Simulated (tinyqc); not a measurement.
## Mean barrier and spread from two temperatures

Question. For a Gaussian spread of Schottky barriers the apparent height is phi_ap = phi - sg^2/(2 Vt), Vt = kB T/q. Find sg and phi.

Constants: q = 1.602176634e-19 C, kB = 1.380649e-23 J/K. Results are converted to the units shown.

phi_ap(0) at 200 and 300 K (eV): 1.0424308  1.0982872

Solution. phi_ap is linear in 1/(2 Vt) with slope -sg^2 and intercept phi.

sg = 0.07600 eV
phi = 1.210 eV

Program tinyqc, `OMP_NUM_THREADS=1 python tinyqc.py 2640045 2640046 out.jsonl`; Intel Xeon 2.30GHz, shared host, one thread, about 0.01 s.
